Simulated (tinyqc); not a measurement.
# Changing the deposition rate F

Model: epitaxial growth on a vicinal surface: Burton-Cabrera-Frank step flow, step-edge barrier and island nucleation. Computed by tinyqc, a small Python program. Command: `OMP_NUM_THREADS=1 python tinyqc.py 3014458 3014459 out.jsonl stepflow sweep`. One thread of a shared host (Intel(R) Xeon(R) Processor @ 2.30GHz), about 0.02 s of CPU time with the checks.

Adatoms land at rate F, hop on a square grid (a simplification for hexagonal faces), desorb, or join steps. Lengths are in units of a and n is the adatom coverage. Steps ascend at x = 0 and descend at x = l.

Inputs (values chosen for the exercise, close to those used for GaN(0001)): site spacing a = 3.19 angstrom; step height h = 2.59 angstrom; diffusion barrier E_d = 1.27 eV; desorption energy E_a = 2.97 eV; adatom formation energy E_f = 1.26 eV; step-edge barrier E_s = 0.22 eV; attempt frequency nu = 10 THz; miscut angle = 4 degrees; temperature T = 1030 C; critical nucleus size i = 2; binding energy of the critical nucleus E_i = 0.94 eV.

Constants: k_B = 8.617333262e-05 eV/K.

Method:
- D = nu exp(-E_d/(k_B T)) (a^2/s, nu counted per direction); tau = exp(E_a/(k_B T))/nu; x_s = sqrt(D tau); n_eq = exp(-E_f/(k_B T)); terrace width l = h/(a tan(miscut)); Schwoebel length l_s = exp(E_s/(k_B T)) - 1.
- Temperatures in kelvin are T(C) + 273.15.
- D n'' - n/tau + F = 0 with n(0) = n_eq and -l_s n'(l) = n(l) - n_eq. With u = n - F tau, A = n_eq - F tau, y = l/x_s, s = l_s/x_s: u = A cosh(x/x_s) + B sinh(x/x_s), B = A (1 - cosh y - s sinh y)/(sinh y + s cosh y). Flux into the ascending step J+ = D B/x_s, over the descending one J- = -(D/x_s)(A sinh y + B cosh y); step velocity J+ + J-; growth rate (J+ + J-)/l. For small y: J+ + J- = (F - n_eq/tau) l, J-/J+ = l/(l + 2 l_s).
- The coverage peaks where n' = 0, tanh(x/x_s) = -B/A.
- Island density on a flat surface without desorption: N = 0.25 (F/D)^(i/(i+2)) exp(E_i/((i+2) k_B T)) per site, with E_i = 0 for i = 1; spacing l_n = N^(-1/2). Step flow needs an effective width l_eff = 2 x(peak) below l_n.

One run for each value; columns: (1) deposition rate F (layers/s); (2) island density N on a flat surface (per site); (3) ratio l_eff/l_n; (4) growth rate (layers/s); (5) peak coverage:
```
(1)         (2)     (3)        (4)        (5)
0.003  0.000010  0.0494  2.562e-03  1.340e-05
0.009  0.000017  0.0650  8.562e-03  1.340e-05
0.03   0.000032  0.0879  2.956e-02  1.341e-05
0.09   0.000055  0.1157  8.956e-02  1.342e-05
0.3    0.000100  0.1563  2.996e-01  1.347e-05
0.9    0.000174  0.2057  8.996e-01  1.362e-05
3      0.000317  0.2779  3.000e+00  1.414e-05
9      0.000549  0.3657  9.000e+00  1.564e-05
30     0.001003  0.4942  3.000e+01  2.085e-05
```

Describe and explain the trends.

Over the rows, island density N on a flat surface (per site) rises from 1.00e-5 to 0.00100 (exponent d ln y / d ln x about 0.50 throughout); ratio l_eff/l_n rises from 0.0494 to 0.494 (exponent d ln y / d ln x about 0.25 throughout); growth rate (layers/s) rises from 0.00256 to 30.0 (exponent d ln y / d ln x 1.1 between the first rows and 1.0 between the last). The exponent of island density N on a flat surface stays at 0.50: i/(i+2) with i = 2. At the high end the exponent of growth rate is 1.00, close to 1: the growth follows the flux. At the low end the exponent of peak coverage is 0.00, close to 0: the coverage stays near n_eq.

Caution (all rows): the prefactor 0.25 and the criterion are estimates, good to a factor of about two in length.

Extremes, crossings and ranges named in words are read from the listed rows.
